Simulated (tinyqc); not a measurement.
Hall effect and magnetoresistance of several carrier groups with constant relaxation times: one step, computed by the program tinyqc. Command: `OMP_NUM_THREADS=1 python tinyqc.py 3029941 3029942 out.jsonl hall2 walk`. One thread of a shared host (Intel(R) Xeon(R) Processor @ 2.30GHz), about 0.01 s of CPU time with the checks.

Group 1 has charge -e and group 2 charge +e; s_i is that sign. B lies along z; mu B is formed with mu in m^2/(V s).

Problem. Conductivity of each group. sigma_xx = sum n_i e mu_i/(1 + mu_i^2 B^2); sigma_xy = sum s_i n_i e mu_i^2 B/(1 + mu_i^2 B^2).

Inputs (values chosen for the exercise, for a model conductor):
```
quantity            value        unit
density n1        2.5e+10      1/cm^2
mobility mu1        57000  cm^2/(V s)
density n2        4.6e+10      1/cm^2
mobility mu2         3000  cm^2/(V s)
magnetic field B    0.077           T
```

Carriers: electrons and holes. Densities: per area (a thin layer).

Constants: e = 1.602176634e-19 C.

Give: Parts (S); sigma_xx; sigma_xy; sigma at B = 0.

Solution.

Parts (S):
```
group      mu B   sigma_xx    sigma_xy
group 1  0.4389  1.914e-04  -8.402e-05
group 2  0.0231  2.210e-05   5.105e-07
```

sigma_xx = 2.135e-04 S

sigma_xy = -8.351e-05 S

sigma at B = 0 = 2.504e-04 S
